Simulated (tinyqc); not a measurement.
Changing the preheat temperature T0: millisecond and nanosecond annealing: surface heating, thermal budget and solid-phase regrowth. Computed by tinyqc, a small Python program. Command: `OMP_NUM_THREADS=1 python tinyqc.py 3010840 3010841 out.jsonl flash sweep`. One thread of a shared host (Intel(R) Xeon(R) Processor @ 2.30GHz), about 0.04 s of CPU time with the checks.

A square pulse heats the surface of a thick wafer with constant thermal properties; losses by radiation are neglected and silicon melts at 1414 C.

Inputs (values chosen for the exercise, modelled on hot silicon with arsenic):
```
quantity                      value        unit
incident fluence               31.2      J/cm^2
pulse length t_p            0.00047           s
reflectance R                  0.59           -
thermal conductivity k         0.28    W/(cm K)
heat capacity per volume c      2.3  J/(cm^3 K)
dopant prefactor D0            9.07      cm^2/s
dopant activation energy E     4.01          eV
regrowth prefactor v0       5.4e+08        cm/s
regrowth energy E_v            2.67          eV
```

Source: flash lamp.

Constants: k_B = 8.617333262e-05 eV/K.

Method:
- Absorbed flux q = (1 - R) fluence/t_p; kappa = k/c. With f(z, t) = (2 q/k) sqrt(kappa t) ierfc(z/(2 sqrt(kappa t))), ierfc(x) = exp(-x^2)/sqrt(pi) - x erfc(x): T = T0 + f(z, t) during the pulse and T0 + f(z, t) - f(z, t - t_p) after it.
- At the surface the rise at the end of the pulse is 2 q sqrt(t_p/(pi k c)); the fluence that just melts the surface scales with (1414 - T0).
- Temperatures in kelvin are T(C) + 273.15.
- Integrate exp(-E/(k_B T(t))) at the surface from 0 to 10 t_p (Gauss-Legendre, 60 points in sqrt(t) up to t_p and 60 in sqrt(t - t_p) after it). (Dt) = D0 x integral with E; regrowth = v0 x integral with E_v; effective time = integral/exp(-E/(k_B T_peak)).

One run for each value; columns: (1) preheat temperature T0 (C); (2) peak temperature (C); (3) diffusion length 2 sqrt(Dt) (nm); (4) effective time over t_p; (5) fluence at the melting threshold (J/cm^2):
```
(1)     (2)      (3)      (4)     (5)
120   949.7  0.00194  0.07399  48.662
160   989.7  0.00365  0.07884  47.157
200  1029.7  0.00663  0.08384  45.653
240  1069.7  0.01163  0.08900  44.149
280  1109.7  0.01976  0.09431  42.645
320  1149.7  0.03262  0.09978  41.141
400  1229.7  0.08224  0.11122  38.132
440  1269.7  0.12611  0.11718  36.628
```

Give the missing row, preheat temperature T0 (C) = 360.

Computed row; columns: (1) preheat temperature T0 (C); (2) peak temperature (C); (3) diffusion length 2 sqrt(Dt) (nm); (4) effective time over t_p; (5) fluence at the melting threshold (J/cm^2):
```
(1)     (2)      (3)      (4)     (5)
360  1189.7  0.05243  0.10542  39.636
```

Interpolating between the two neighbouring rows (linearly) misses most in diffusion length 2 sqrt(Dt) (nm), by 9.5 %. Over the rows, peak temperature (C) rises from 950 to 1270; diffusion length 2 sqrt(Dt) (nm) rises from 0.00194 to 0.126; effective time over t_p rises from 0.0740 to 0.117. At fixed fluence the rise is fixed, so the peak follows T0 one to one and the diffusion length follows it exponentially.

Caution (rows 120, 160, 200, 240, 280): cold silicon conducts heat several times better than the constant k used here, so the real melting fluence is higher. Caution (all rows): equilibrium diffusivities are used; implant damage enhances diffusion, and k and c vary with temperature. Caution (all rows): a diffusion length below the atomic spacing of 0.235 nm means about one jump per atom or fewer, so the profile does not change measurably.

Extremes, crossings and ranges named in words are read from the listed rows.
